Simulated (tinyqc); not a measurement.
# Changing the temperature T

Model: mobility of a non-polar semiconductor in the relaxation-time approximation. Computed by tinyqc, a small Python program. Command: `OMP_NUM_THREADS=1 python tinyqc.py 3007372 3007373 out.jsonl rta sweep`. One thread of a shared host (Intel(R) Xeon(R) Processor @ 2.30GHz), about 0.03 s of CPU time with the checks.

Each valley is treated as a sphere of mass m_d for states and rates, with one isotropic relaxation time; the conductivity mass m_c sets the current.

Inputs (values chosen for the exercise, modelled on electrons in germanium):
```
quantity                                            value       unit
longitudinal mass m_l                                 1.6        m_0
transverse mass m_t                                0.0831        m_0
equivalent valleys Z                                    4          -
static permittivity eps_s                              16          -
density rho                                          5323     kg/m^3
sound velocity v_l                                   5410        m/s
acoustic deformation potential D_A                     12         eV
phonon energy hbar w                                 33.4        meV
optical or intervalley deformation potential D_o      5.1  1e8 eV/cm
final valleys Z_f                                       3          -
carrier density n                                 2.8e+16     1/cm^3
compensation ratio C                                    0          -
neutral impurity density N_n                      2.7e+16     1/cm^3
```

Band: parabolic. Impurity formula: Brooks-Herring. Further scattering: neutral impurities.

Constants: k_B = 8.617333262e-05 eV/K; m_0 = 9.1093837015e-31 kg; e = 1.602176634e-19 C; hbar = 1.054571817e-34 J s; eps_0 = 8.8541878128e-12 F/m; k_B = 1.380649e-23 J/K; hbar = 6.582119569e-16 eV s.

Method:
- m_d = (m_l m_t^2)^(1/3); 1/m_c = (1/m_l + 2/m_t)/3; Hall mass factor A = 3 K_m (K_m + 2)/(2 K_m + 1)^2, K_m = m_l/m_t; N_I = n (1 + C)/(1 - C).
- Parabolic band: E = hbar^2 k^2/(2 m), speed v = hbar k/m, states per spin, volume and energy g(E) = m k/(2 pi^2 hbar^2). Here m = m_d. Masses are multiplied by m_0 and all formulas are in SI units.
- The reduced Fermi level eta = E_F/(k_B T) solves n = 2 Z int g f dE with f = 1/(1 + exp(x - eta)) (Z = 1 unless valleys are given); screening length L_s = sqrt(eps_s eps_0 k_B T/(e^2 dn/deta)), dn/deta = 2 Z int g f (1 - f) dE.
- Integrals over x = E/(k_B T) use 160 Gauss-Legendre points in u = sqrt(x) from 0 to sqrt(max(eta, 0) + 32).
- Phonon occupation N_q = 1/(exp(hbar w/(k_B T)) - 1).
- Acoustic deformation potential (elastic, equipartition, absorption and emission together): 1/tau = 2 pi k_B T D_A^2 g(E)/(hbar rho v_l^2).
- Optical or intervalley deformation potential: 1/tau = (pi Z_f D_o^2/(rho w)) [N_q g(E + hbar w) + (N_q + 1) g(E - hbar w)], with g = 0 below the band edge.
- Each optical term is multiplied by (1 - f(E'))/(1 - f(E)), E' the final energy, for Pauli blocking.
- Singly charged impurities, momentum relaxation: 1/tau = N_I e^4 m (1 + 2 alpha E) Phi/(8 pi (eps_s eps_0)^2 hbar^3 k^3), with alpha = 0 for a parabolic band.
- Brooks-Herring: Phi = ln(1 + b) - b/(1 + b), b = 4 k^2 L_s^2.
- Neutral impurities (Erginsoy): 1/tau = 20 N_n a_B hbar/m, a_B = 4 pi eps_s eps_0 hbar^2/(m e^2).
- mu = (m_d/m_c) (2 Z e/(3 n k_B T)) int g v^2 tau f (1 - f) dE.
- Averages over x are split at the emission threshold x_0 = hbar w/(k_B T): 64 Gauss-Legendre points in sqrt(x) below it and 128 in sqrt(x - x_0) above it, up to x = max(eta, 0) + 32.
- Rates are added at each energy before the average. With <y> = int g v^2 y f (1 - f) dE: Hall factor r_H = A (3 n k_B T/(2 Z m_d)) <tau^2/(1 + 2 alpha E)>/<tau>^2 (alpha = 0 for a parabolic band); Hall mobility r_H mu; |S| = (k_B/e) (<x tau>/<tau> - eta); resistivity 1/(n e mu).
- Matthiessen's rule adds 1/mu of the separate processes.

One run for each value; columns: (1) temperature T (K); (2) drift mobility mu (cm^2/(V s)); (3) acoustic mobility (cm^2/(V s)); (4) ionised impurity mobility (cm^2/(V s)); (5) optical mobility (cm^2/(V s)); (6) Hall factor r_H; (7) excess of Matthiessen's rule over the full mu (%):
```
(1)     (2)    (3)         (4)         (5)      (6)     (7)
60   5695.4  57625  1.7114e+04  8.1173e+06  0.84811  17.358
100  5459.5  26844  2.7840e+04  4.9548e+05  0.81816  23.019
140  4750.5  16218  3.9694e+04  1.2670e+05  0.80990  24.965
180  4019.2  11129  5.2412e+04  5.4266e+04  0.81284  23.743
230  3254.8   7707  6.9330e+04  2.6672e+04  0.82232  20.307
310  2385.8   4926  9.8403e+04  1.2759e+04  0.83982  14.760
410  1710.6   3239  1.3770e+05  7.0394e+03  0.85875   9.939
530  1227.9   2204  1.8854e+05  4.3160e+03  0.87566   6.538
700   840.6   1452  2.6645e+05  2.6461e+03  0.89160   3.992
```

Give the missing row, temperature T (K) = 79.

Computed row; columns: (1) temperature T (K); (2) drift mobility mu (cm^2/(V s)); (3) acoustic mobility (cm^2/(V s)); (4) ionised impurity mobility (cm^2/(V s)); (5) optical mobility (cm^2/(V s)); (6) Hall factor r_H; (7) excess of Matthiessen's rule over the full mu (%):
```
(1)     (2)    (3)         (4)         (5)      (6)     (7)
79   5690.7  38197  2.2039e+04  1.5721e+06  0.83082  20.447
```

Interpolating between the two neighbouring rows (the first column on a logarithmic scale, the others too where they are positive) misses most in optical mobility (cm^2/(V s)), by 15 %. Over the rows, drift mobility mu (cm^2/(V s)) falls from 5700 to 841 (exponent d ln y / d ln x -0.0030 between the first rows and -1.4 between the last); acoustic mobility (cm^2/(V s)) falls from 57600 to 1450 (exponent d ln y / d ln x about -1.5 throughout); ionised impurity mobility (cm^2/(V s)) rises from 17100 to 266000 (exponent d ln y / d ln x 0.92 between the first rows and 1.2 between the last). The exponent of acoustic mobility stays at -1.5: the T^(-3/2) law of acoustic scattering in a classical gas. The lowest separate mobility among these three is impurity from 60.0 to 79.0, acoustic from 100 to 700 K. Neutral impurities scattering, not listed, also enters mu. Matthiessen's rule errs most, by 25 %, at 140 K.

Caution (all rows): Erginsoy's formula holds for k a_B below about 0.5 and for dopants that stay neutral, which means low temperature; elsewhere it is only a rough constant rate. Caution (rows 60.0, 79.0, 100): n is taken as given; at low temperature (in diamond even at 300 K) real dopants can freeze out, which changes n and N_I.

Extremes, crossings and ranges named in words are read from the listed rows.
